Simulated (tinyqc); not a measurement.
Changing the background pressure p: vacuum evaporation: vapour pressure, source flux, thickness distribution, purity and step coverage. Computed by tinyqc, a small Python program. Command: `OMP_NUM_THREADS=1 python tinyqc.py 3112556 3112557 out.jsonl evap sweep`. One thread of a shared host (Intel(R) Xeon(R) Processor @ 2.30GHz), about 0.01 s of CPU time with the checks.

Molecular flow, unit sticking of the metal, no re-evaporation. The background gas is taken as water vapour (18.015 g/mol, collision diameter 0.37 nm) at 300 K.

Inputs (values chosen for the exercise, modelled on silver, with constants for the liquid):
```
quantity                     value    unit
molar mass M                107.87   g/mol
film density rho              10.5  g/cm^3
vapour-pressure constant A   10.74       -
vapour-pressure constant B   13880       K
source temperature T          1300       K
source area                      5    cm^2
directionality n                 2       -
source-to-wafer distance h      29      cm
wafer radius R                  15      cm
sticking of background gas     0.2       -
```

Constants: u = 1.6605390666e-27 kg; k_B = 1.380649e-23 J/K; R = 8.314462618 J/(mol K).

Method:
- log10(p_v/Pa) = A - B/T; flux from the surface Phi = p_v/sqrt(2 pi m k_B T), m = M u.
- Mass loss = Phi x area x m; heat of evaporation = ln(10) R B; d ln Phi/dT = ln(10) B/T^2 - 1/(2 T).
- A small source emits (n + 1) Phi area cos^n(phi)/(2 pi) per solid angle; on a parallel plane at height h and lateral distance l the arrival rate is (n + 1) Phi area/(2 pi h^2) x (1 + (l/h)^2)^(-(n + 3)/2). Growth rate = arrival rate x m/rho, m = M u. The wafer is fixed and centred above the source.
- Mean free path lambda = k_B T_g/(sqrt2 pi d^2 p); unscattered share exp(-h/lambda); gas arrival p/sqrt(2 pi m_g k_B T_g); impurity ratio = sticking x gas arrival/metal arrival; monolayer time = 1e15 cm^-2/(sticking x gas arrival).

One run for each value:
```
background pressure p (Pa)  impurity ratio  unscattered share  monolayer time (s)  mean free path (m)
1.00e-08                        3.1037e-06            1.00000          1.3951e+05          6.8098e+05
1.00e-07                        3.1037e-05            1.00000          1.3951e+04          6.8098e+04
1.00e-06                        3.1037e-04            0.99996          1.3951e+03          6.8098e+03
1.00e-05                        3.1037e-03            0.99957          1.3951e+02          6.8098e+02
1.00e-04                        3.1037e-02            0.99575          1.3951e+01          6.8098e+01
1.00e-03                        3.1037e-01            0.95831          1.3951e+00          6.8098e+00
1.00e-02                        3.1037e+00            0.65321          1.3951e-01          6.8098e-01
1.00e-01                        3.1037e+01            0.01414          1.3951e-02          6.8098e-02
```

What does the table show?

Over the rows, impurity ratio rises from 3.10e-6 to 31.0 (exponent d ln y / d ln x about 1.0 throughout); unscattered share falls from 1.000 to 0.0141; monolayer time (s) falls from 140000 to 0.0140 (exponent d ln y / d ln x about -1.0 throughout).

Caution (rows 0.0100, 0.100): more gas than metal sticks, so a compound rather than a metal film would grow.
